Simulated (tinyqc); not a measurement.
Matthiessen's rule against the full average: mobility of a non-polar semiconductor in the relaxation-time approximation. Computed by tinyqc, a small Python program. Command: `OMP_NUM_THREADS=1 python tinyqc.py 3011381 3011382 out.jsonl rta walk`. One thread of a shared host (Intel(R) Xeon(R) Processor @ 2.30GHz), about 0.01 s of CPU time with the checks.

Each valley is treated as a sphere of mass m_d for states and rates, with one isotropic relaxation time; the conductivity mass m_c sets the current.

Inputs (values chosen for the exercise, modelled on electrons in diamond):
```
quantity                                            value       unit
longitudinal mass m_l                                1.49        m_0
transverse mass m_t                                 0.272        m_0
equivalent valleys Z                                    6          -
static permittivity eps_s                             5.7          -
density rho                                          3515     kg/m^3
sound velocity v_l                                  17700        m/s
acoustic deformation potential D_A                    8.3         eV
phonon energy hbar w                                  145        meV
optical or intervalley deformation potential D_o      7.1  1e8 eV/cm
final valleys Z_f                                       5          -
carrier density n                                 9.1e+14     1/cm^3
compensation ratio C                                 0.59          -
temperature T                                         150          K
neutral impurity density N_n                      8.7e+17     1/cm^3
```

Band: parabolic. Impurity formula: Brooks-Herring. Further scattering: neutral impurities.

Constants: k_B = 8.617333262e-05 eV/K; m_0 = 9.1093837015e-31 kg; e = 1.602176634e-19 C; hbar = 1.054571817e-34 J s; eps_0 = 8.8541878128e-12 F/m; k_B = 1.380649e-23 J/K; hbar = 6.582119569e-16 eV s.

Method:
- m_d = (m_l m_t^2)^(1/3); 1/m_c = (1/m_l + 2/m_t)/3; Hall mass factor A = 3 K_m (K_m + 2)/(2 K_m + 1)^2, K_m = m_l/m_t; N_I = n (1 + C)/(1 - C).
- Parabolic band: E = hbar^2 k^2/(2 m), speed v = hbar k/m, states per spin, volume and energy g(E) = m k/(2 pi^2 hbar^2). Here m = m_d. Masses are multiplied by m_0 and all formulas are in SI units.
- The reduced Fermi level eta = E_F/(k_B T) solves n = 2 Z int g f dE with f = 1/(1 + exp(x - eta)) (Z = 1 unless valleys are given); screening length L_s = sqrt(eps_s eps_0 k_B T/(e^2 dn/deta)), dn/deta = 2 Z int g f (1 - f) dE.
- Integrals over x = E/(k_B T) use 160 Gauss-Legendre points in u = sqrt(x) from 0 to sqrt(max(eta, 0) + 32).
- Phonon occupation N_q = 1/(exp(hbar w/(k_B T)) - 1).
- Acoustic deformation potential (elastic, equipartition, absorption and emission together): 1/tau = 2 pi k_B T D_A^2 g(E)/(hbar rho v_l^2).
- Optical or intervalley deformation potential: 1/tau = (pi Z_f D_o^2/(rho w)) [N_q g(E + hbar w) + (N_q + 1) g(E - hbar w)], with g = 0 below the band edge.
- Each optical term is multiplied by (1 - f(E'))/(1 - f(E)), E' the final energy, for Pauli blocking.
- Singly charged impurities, momentum relaxation: 1/tau = N_I e^4 m (1 + 2 alpha E) Phi/(8 pi (eps_s eps_0)^2 hbar^3 k^3), with alpha = 0 for a parabolic band.
- Brooks-Herring: Phi = ln(1 + b) - b/(1 + b), b = 4 k^2 L_s^2.
- Neutral impurities (Erginsoy): 1/tau = 20 N_n a_B hbar/m, a_B = 4 pi eps_s eps_0 hbar^2/(m e^2).
- mu = (m_d/m_c) (2 Z e/(3 n k_B T)) int g v^2 tau f (1 - f) dE.
- Averages over x are split at the emission threshold x_0 = hbar w/(k_B T): 64 Gauss-Legendre points in sqrt(x) below it and 128 in sqrt(x - x_0) above it, up to x = max(eta, 0) + 32.
- Rates are added at each energy before the average. With <y> = int g v^2 y f (1 - f) dE: Hall factor r_H = A (3 n k_B T/(2 Z m_d)) <tau^2/(1 + 2 alpha E)>/<tau>^2 (alpha = 0 for a parabolic band); Hall mobility r_H mu; |S| = (k_B/e) (<x tau>/<tau> - eta); resistivity 1/(n e mu).
- Matthiessen's rule adds 1/mu of the separate processes.

acoustic mobility = 22255.3 cm^2/(V s)

optical mobility = 4.50713e+07 cm^2/(V s)

ionised impurity mobility = 12563.3 cm^2/(V s)

neutral impurity mobility = 1780.05 cm^2/(V s)

drift mobility mu = 1306.51 cm^2/(V s)

Separate mobilities:
```
process           mu (cm^2/(V s))  share of the sum of 1/mu (%)
acoustic               2.2255e+04                    6.5468e+00
optical                4.5071e+07                    3.2327e-03
ionised impurity       1.2563e+04                    1.1597e+01
neutral impurity       1.7801e+03                    8.1853e+01
```

mobility by Matthiessen's rule = 1457.0 cm^2/(V s)

excess of Matthiessen's rule over the full mu = 11.519 %

What follows from these numbers?

The rule gives 1457 against the full 1307, 11.5 % too high; it can only overestimate, since each separate average is carried by the energies where that process is weak. The largest shares are neutral impurity (82 %) and ionised impurity (12 %). Caution: Erginsoy's formula holds for k a_B below about 0.5 and for dopants that stay neutral, which means low temperature; elsewhere it is only a rough constant rate. Caution: n is taken as given; at low temperature (in diamond even at 300 K) real dopants can freeze out, which changes n and N_I.

Extremes, crossings and ranges named in words are read from the listed rows.
